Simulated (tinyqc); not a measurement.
From results back to parameters: Koster-Slater impurity in an sp3s* host.

Problem. In the Koster-Slater model a defect shifts the s level of its site by Vs and the p levels by Vp; an A1 level solves 1/Vs = G_s(E) and a T2 level 1/Vp = G_p(E), E from the top of the valence band. A defect has an A1 level at E = 0.2844 eV, one of the energies of the table, and a T2 level at 1.9908 eV.

G(E) of the host (1/eV):

| E (eV) | G_s | G_p |
|---|---|---|
| 0.0000 | -0.0905333 | 0.0338719 |
| 0.2844 | -0.1127511 | -0.0196790 |
| 0.5688 | -0.1385589 | -0.0552165 |
| 0.8532 | -0.1699920 | -0.0873052 |
| 1.1376 | -0.2102302 | -0.1210059 |
| 1.4220 | -0.2649425 | -0.1615394 |
| 1.7064 | -0.3457779 | -0.2191099 |
| 1.9908 | -0.4827310 | -0.3280933 |
| 2.2752 | -0.9012404 | -1.1204587 |

Find: Vs, Vp.

Solution. Read G_s and G_p at the two energies and invert them. Vs is attractive and pulls its level down from the conduction bands. Vp is attractive and pulls its level down from the conduction bands.

Vs, Vp (eV): -8.9  -3.0

tinyqc: `OMP_NUM_THREADS=1 python tinyqc.py 1480856 1480857 out.jsonl`; about 0.1 s, one thread, shared Intel(R) Xeon(R) Processor @ 2.30GHz.
